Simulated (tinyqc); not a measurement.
Microkinetic model of low-temperature epitaxy from hydride gases: adsorption, hydrogen desorption and rate control: one step, computed by the program tinyqc.

Each hydride molecule needs two free sites and leaves four hydrogen atoms, of which two leave at once as H2; theta is the hydrogen coverage, the site density is 6.78 per nm^2 and one layer is 1.358 angstrom thick.

Question. Coverage and growth rate. With k the hydride and k_H the hydrogen adsorption rate on free pairs and k_d the desorption rate, steady state: 2 (k + k_H)(1 - theta)^2 = k_d theta^2; growth rate R = k (1 - theta)^2 layers/s; 1 layer/s = 8.148 nm/min. With c = 2 (k + k_H)/k_d the free share is 1 - theta = 1/(1 + sqrt(c)).

Inputs (values chosen for the exercise, close to those used for silane and germane, with second-order desorption as on Si(111) but the site density of Si(001)): temperature T = 740 C.

Film: silicon-germanium. Order of hydrogen desorption: second.

k = 0.3638011 1/s

k_H = 0.01048180 1/s

k_d = 60.87462 1/s

Give: c; hydrogen coverage theta; growth rate R in layers; growth rate G.

Answer.

c = 0.01230

hydrogen coverage theta = 0.09982

growth rate R in layers = 0.2948 layers/s

growth rate G = 2.402 nm/min

The surface is mostly bare: the arrival of hydride limits growth.
